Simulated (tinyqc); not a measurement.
Inside a calculation. Method: CCSD on RHF in the sto-3g basis, for H3+, spin multiplicity 1. One step of it, computed by the program tinyqc.

Task: Iteration 4 (converged): orbitals. Diagonalise F' = X^T F X, C = X C', fill 1 alpha and 1 beta electrons from the bottom; D = 2 C_occ C_occ^T. Each column has its largest component positive (the first on a tie).

converged F (hartree), lower triangle:
```
           1H 1s      2H 1s      3H 1s
1H 1s  -0.877807
2H 1s  -0.882136  -0.877807
3H 1s  -0.838426  -0.838426  -0.841811
```

X, lower triangle:
```
           1H 1s      2H 1s     3H 1s
1H 1s   1.251391
2H 1s  -0.312736   1.251391
3H 1s  -0.259522  -0.259522  1.217232
```

Give: F' = X^T F X; orbital energies; coefficients C; D after iteration 4.

Result:

F' = X^T F X (hartree), lower triangle:
```
        1       2       3
1  -0.418
2  -0.429  -0.418
3  -0.376  -0.376  -0.425
```

orbital energies (hartree): MO1 -1.208, MO2 -0.064, MO3 0.011

coefficients C:
```
         MO1     MO2     MO3
1H 1s  0.403  -0.588   1.106
2H 1s  0.403  -0.588  -1.106
3H 1s  0.380   1.213   0.000
```

D after iteration 4, lower triangle:
```
       1H 1s  2H 1s  3H 1s
1H 1s  0.325
2H 1s  0.325  0.325
3H 1s  0.307  0.307  0.289
```
